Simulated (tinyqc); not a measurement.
Temperature series and Richardson plot: current of a Schottky diode by thermionic-emission-diffusion theory, and its read-back from I-V-T and C-V data. Computed by tinyqc, a small Python program. Command: `OMP_NUM_THREADS=1 python tinyqc.py 3018881 3018882 out.jsonl schottky walk`. One thread of a shared host (Intel(R) Xeon(R) Processor @ 2.30GHz), about 0.01 s of CPU time with the checks.

Full ionisation, no tunnelling, no recombination current. V is the voltage across the junction itself, forward positive.

Inputs (values chosen for the exercise, modelled on n-type silicon):
```
quantity,value,unit
Richardson constant A*,111,A/(cm^2 K^2)
"effective density of states at 300 K, N_c",2.8e+19,1/cm^3
permittivity eps,11.7,-
mobility mu,1500,cm^2/(V s)
barrier without image force phi_0,0.805,eV
doping N,4.1e+15,1/cm^3
junction voltage V,0.32,V
```

Barrier: uniform.

Constants: k_B = 8.617333262e-05 eV/K; e = 1.602176634e-19 C; eps_0 = 8.8541878128e-12 F/m.

Method:
- N_c(T) = N_c (T/300 K)^(3/2); V_bi = phi_0 - (k_B T/e) ln(N_c(T)/N); surface field F = sqrt(2 e N (V_bi - V - k_B T/e)/(eps eps_0)); image lowering d_phi = sqrt(e F/(4 pi eps eps_0)); effective barrier phi = phi_0 - d_phi.
- Collection velocity v_R = A* T^2/(e N_c(T)); diffusion velocity v_D = mu F; J = e N_c(T) v_R/(1 + v_R/v_D) exp(-phi/k_B T) [exp(e V/k_B T) - 1].
- Ideality n = (e/k_B T)/(d ln J/dV) by a central difference of +/- 1 mV; J_0 = J exp(-e V/(n k_B T)); apparent barrier phi_IV = k_B T ln(A* T^2/J_0); a C-V plot gives phi_CV = phi_0, the mean without lowering.
- A least-squares line of ln(J_0/T^2) against 1/(k_B T) gives a barrier (minus the slope) and a Richardson constant (exp of the intercept).

At the same junction voltage:
```
T (K),1/k_B T (1/eV),n,J_0 (A/cm^2),phi_IV (eV),ln(J_0/T^2)
200,58.023,1.0138,7.0077e-14,0.78582,-40.886
250,46.418,1.0165,9.8700e-10,0.78609,-31.779
300,38.682,1.0206,6.1986e-07,0.78618,-25.701
350,33.156,1.0275,6.5808e-05,0.78581,-21.345
400,29.011,1.0409,2.3435e-03,0.78413,-18.039
450,25.788,1.0768,4.4109e-02,0.77746,-15.340
```

barrier from the Richardson plot = 0.79039 eV

Richardson constant from the plot = 137.75 A/(cm^2 K^2)

What does the comparison show, and why?

From 200 to 450 K n goes from 1.014 to 1.077 and phi_IV from 0.786 to 0.777 eV. The plot returns 0.790 eV against phi_0 = 0.805 and a constant 1.24 times the true A*.

Extremes, crossings and ranges named in words are read from the listed rows.
